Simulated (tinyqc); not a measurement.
Barrier height: exchange-split free-electron bands and tunnelling magnetoresistance.

Majority and minority bands E = c k^2/m -/+ Dx/2, c = hbar^2/2m0, so k_up = sqrt(m (EF + Dx/2)/c), k_dn = sqrt(m (EF - Dx/2)/c); n_s = k_s^3/(6 pi^2), D_s = m k_s/(4 pi^2 c).

Barrier: kappa = sqrt(mb phi/c), c = hbar^2/2m0. With a = k1/m, b = k2/m, w = kappa/mb, the transmission at normal incidence is T(k1, k2) = 4 a b w^2/[w^2 (a + b)^2 + (w^2 + a^2)(w^2 + b^2) sinh^2(kappa d)]. Parallel: G_P = T(up, up) + T(dn, dn); antiparallel: G_AP = 2 T(up, dn); TMR = (G_P - G_AP)/G_AP. Julliere: TMR = 2 P^2/(1 - P^2). Slonczewski factor: P_eff = P_k (w^2 - a_up a_dn)/(w^2 + a_up a_dn), P_k = (k_up - k_dn)/(k_up + k_dn).

Constants: hbar^2/2m0 = 3.80998211 eV angstrom^2.

Parameters, chosen for this exercise: EF = 5.61 eV (Fermi energy above the mean band bottom); Dx = 6.7 eV (exchange splitting); m = 0.93 m0 (mass in the electrodes); mb = 0.51 m0 (mass in the barrier); d = 10.3 angstrom (barrier thickness).

Results:
```
phi (eV),w (1/angstrom),P_eff,TMR (%),G_P
0.20,0.321,-0.2817,15.67,0.0876
0.40,0.454,-0.2389,11.72,0.0345
0.70,0.600,-0.1849,7.04,0.00991
1.0,0.717,-0.1402,4.01,0.00330
1.5,0.879,-0.0808,1.32,0.000669
2.0,1.015,-0.0347,0.24,0.000166
3.0,1.243,0.0323,0.21,1.52e-05
4.0,1.435,0.0785,1.24,1.95e-06
6.0,1.757,0.1382,3.90,5.98e-08
10,2.269,0.2002,8.35,2.28e-10
```

P_eff vanishes where w^2 = a_up a_dn, at phi = 2.47 eV, inside the table; the lowest TMR listed is 0.21 % at 3 eV. TMR is 15.7 % at the lowest barrier and 8.3 % at the highest, against 24.7 % for Julliere with P_k; P_eff tends to +P_k for very high barriers and to -P_k for very low ones. G_P falls by 8.6 decades.

Computed by tinyqc, a small Python program: `OMP_NUM_THREADS=1 python tinyqc.py 1650293 1650294 out.jsonl` (the numbers bound the seed that draws the inputs); one thread of a shared host (Intel(R) Xeon(R) Processor @ 2.30GHz), about 0.01 s for the whole set of steps.
